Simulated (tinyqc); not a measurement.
Worked calculation: Koster-Slater impurity in a tight-binding band, by Green functions and by supercells. Computed by tinyqc, a small Python program that keeps every step. Command: `OMP_NUM_THREADS=1 python tinyqc.py 3010839 3010840 out.jsonl kosterslater walk`. One thread of a shared host (Intel(R) Xeon(R) Processor @ 2.30GHz), about 0.06 s of CPU time with the checks. Intermediate numbers are printed to about 7 digits and carried at full precision; extremes and crossings named in words are read from the listed rows.

One orbital per site, e(k) = -2 t sum cos(k_i) over 3 direction(s), band from -6 t to 6 t, lattice constant 1. One site has the extra energy U. Spin is left out.

Inputs (values chosen for the exercise, for a model band): hopping t = 0.54 eV; impurity potential U = -3.37 eV; supercell edge N = 4 sites; energy inside the band E = -0.427 eV; broadening eta = 0.054 eV; impurity concentration c = 0.006 per site.

Lattice: simple cubic.

Constants: hbar = 6.582119569e-16 eV s.

## The host Green function outside the band

Outside the band G0(E) = (1/pi) int_0^pi dk (2/(pi z)) K(16 t^2/z^2), z = E + 2 t cos k, K the complete elliptic integral with parameter m; 200 Gauss-Legendre points. A bound state solves 1/U = G0(E). Energies: 0.05, 0.2, 0.5, 1, 2, 4 and 8 t beyond the band edge on the side of U, rounded to four digits.

Scan on the side of U:
```
E (eV)   G0 (1/eV)  1/U - G0 (1/eV)
-3.267  -0.4341505        0.1374146
-3.348  -0.3992759        0.1025400
-3.510  -0.3590235        0.0622875
-3.780  -0.3157848        0.0190489
-4.320  -0.2609842       -0.0357517
-5.400  -0.1984204       -0.0983155
-7.560  -0.1366716       -0.1600643
```

G0 stays finite at the band edge, 0.252731/t in size, so binding needs |U| > 3.957 t.

## The bound state

Bisection in ln(distance from the edge) between 1e-5 t and |U| + t. Weight on the impurity site: -1/(U^2 dG0/dE), by a central difference with step min(1e-4 t, distance/30). Decay length along an axis: 1/arccosh(1 + distance/(2 t)).

level E_b = -3.938142 eV

distance from the band edge = 0.6981420 eV

weight on the impurity site = 0.7959596

decay length = 0.9231165 sites

The state is compact: most of it sits on the impurity.

## Green function inside the band

Inside the band G0(z), z = E + i eta, comes from the chain form 1/(sqrt(y - 2t) sqrt(y + 2t)) (principal roots) at y = z + 2 t cos k + 2 t cos k', averaged over k and k' in (0, pi) with 200 Gauss-Legendre points each.

G0(E + i eta) = -0.1397501-0.8127697i 1/eV

## Scattering

T = U/(1 - U G0); phase shift delta = -arg(1 - U G0) in (-pi, pi]; host density of states -Im G0/pi; on the impurity -Im[G0/(1 - U G0)]/pi; lifetime of a band state hbar/(-2 c Im T).

T matrix = -0.229096-1.186111i eV

phase shift delta = 1.379997 rad

host density of states = 0.2587126 1/eV

density of states on the impurity = 0.03324418 1/eV

scattering lifetime = 46.24440 fs

The Born approximation would take Im T = U^2 Im G0 = -9.23 eV, 7.78 times the full value.

## The level in the supercell

In a periodic cell of N sites along each direction with Bloch vector K, the level solves 1/U = N^-d sum_k 1/(E - e(k)), k_i = (2 pi m_i + K_i)/N, m_i = 0..N-1; the outermost root on the side of U is taken (bisection). d is the number of directions. Gamma means K_i = 0, the zone corner K_i = pi, the quarter point K_i = pi/2. The error is measured against the isolated level E_b.

level at Gamma = -3.971269 eV

level at the corner = -3.910517 eV

level at the quarter point = -3.937964 eV

error at Gamma = -0.03312731 eV

width between Gamma and the corner = 0.06075253 eV

Images turn the level into a band 0.0608 eV wide; the quarter point misses the isolated level by 1.8e-4 eV, far less than Gamma, because the leading hopping between images averages out there.

## Convergence with cell size

Even N; errors against the isolated level E_b, set to 0 below 1e-6 t.

Error of the level (eV):
```
N   sites          Gamma        corner  quarter point
2       8  -5.263939e-01  5.681420e-01   2.762522e-02
4      64  -3.312731e-02  2.762522e-02   1.780450e-04
6     216  -2.307932e-03  2.070343e-03   1.551323e-06
8     512  -1.865231e-04  1.780450e-04              0
10   1000  -1.660164e-05  1.629915e-05              0
12   1728  -1.562422e-06  1.551323e-06              0
```

The error at Gamma falls exponentially, between the last two resolved rows by exp(-1.182) per site against 1/(decay length) = 1.083; the rest is the power-law prefactor of the Green function. Gamma and the corner err in opposite directions. Among the sizes listed an error below 1 meV is first reached at N = 8 at Gamma; at the quarter point N = 4 is enough.

## Phase shift across the band

delta/pi = -arg(1 - U G0)/pi counts the states added below E (Friedel); host DOS = -Im G0/pi, DOS on the impurity = -Im[G0/(1 - U G0)]/pi; 13 evenly spaced energies from -(band edge + |U| + 2t) to +(band edge + |U| + 2t).

Across the spectrum:
```
E (eV)     Re G0 (1/eV)  host DOS (1/eV)  DOS on the impurity (1/eV)   delta/pi
-7.690000    -0.1341961        0.0003202                    0.001067  0.0019697
-6.408333    -0.1635139        0.0004840                    0.002401  0.0036329
-5.126667    -0.2108513        0.0008385                    0.010000  0.0097600
-3.845000    -0.3073557        0.0020947                    1.181687  0.8234143
-2.563333    -0.4880548        0.0633497                    0.073192  0.7437216
-1.281667    -0.5458304        0.1853532                    0.040687  0.6286665
0.000000      0.0000000        0.2587868                    0.030422  0.3886030
1.281667      0.5458304        0.1853532                    0.015558  0.1924926
2.563333      0.4880548        0.0633497                    0.008510  0.0790552
3.845000      0.3073557        0.0020947                    0.000505  0.0034674
5.126667      0.2108513        0.0008385                    0.000287  0.0016519
6.408333      0.1635139        0.0004840                    0.000201  0.0010516
7.690000      0.1341961        0.0003202                    0.000152  0.0007429
```

delta/pi starts and ends near zero (+0.002 and +0.001): the impurity moves states but creates none. delta/pi rises at the bound state below the band (-3.938 eV), reaches 0.82 among these rows (1 in the limit of small eta, just above the level) and is paid back by the top of the band.

Checks made by the program: G0 at the level by a direct sum over directions (relative difference below 1e-10).
